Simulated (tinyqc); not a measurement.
Inside a calculation. Model: read current of a NAND string, cells in series solved by shooting.

Program tinyqc, `OMP_NUM_THREADS=1 python tinyqc.py 2142158 2142159 out.jsonl`; Intel Xeon 2.30GHz, shared host, one thread, about 0.4 s. Printed values are rounded.

Cells in series, numbered from 0 at the source line (0 V) to the bit line, each followed by a gap resistance Rg. A cell with gate Vg, threshold VT, source Vs and drain Vd passes I = 2 nf K Vt^2 [F(Vs) - F(Vd)]/(1 + th max(Vg - VT, 0)), F(V) = ln^2(1 + exp((Vg - VT - nf V)/(2 nf Vt))). The selected cell has Vg = Vr, the others Vg = Vp.

Parameters, values chosen for the exercise; values of the order met in vertical NAND strings:

| symbol | value | unit | meaning |
|---|---|---|---|
| T | 358 | K | temperature |
| K | 3.7 | uA/V^2 | gain factor of a cell |
| nf | 2.5 |  | slope factor |
| th | 0.14 | 1/V | mobility reduction factor |
| Rg | 5.1 | kohm | resistance of the gap between cells |
| Vbl | 0.7 | V | bit-line voltage |
| Vp | 6.6 | V | pass voltage |
| Vr | 2.26 | V | read voltage on the selected word line |

Constants: q = 1.602176634e-19 C, kB = 1.380649e-23 J/K, Vt = kB T/q. Results are converted to the units shown.

## Step 1: node voltages for a trial current

first trial current = 0.38 uA
thresholds from the source end, cell 0 to 4 (V): [1.2, 3.7, -1.5, 3.7, 3.7]

For a trial current I start at 0 V and, cell by cell (the selected one is cell 0), solve for the drain: sqrt(F(Vd)) = sqrt(F(Vs) - I/k), k = 2 nf K Vt^2/(1 + th max(Vg - VT, 0)), Vd = [Vg - VT - 2 nf Vt ln(exp(sqrt F) - 1)]/nf, then add I Rg.

node voltage after each cell and gap, trial 1, cell 0 to 4 (V): [0.134119, 0.193996, 0.224852, 0.290743, 0.361883]

## Step 2: node voltages for a trial current

second trial current = 0.52 uA

As before.

node voltage after each cell and gap, trial 2, cell 0 to 4 (V): [0.203082, 0.292243, 0.335877, 0.440781, 0.563325]

## Course of the secant iteration

Secant steps on the end voltage less Vbl, from the two trials; a trial above the saturation current of a cell has no solution and is moved halfway to the previous trial. Stop below 1e-9 V.

Course of the iteration:
```
iteration    I (uA)  end voltage - Vbl (V)  halvings
1          0.614987                 0.0782         0
2          0.580425                -0.0149         0
3          0.585957               -1.61e-3         0
4          0.586628                3.40e-5         0
5          0.586614               -7.72e-8         0
6          0.586614              -3.69e-12         0
```

Converged in 6 iterations to I = 0.58661 uA. The selected cell takes 34.6 % of the bit-line voltage and the gaps together 2.14 %.
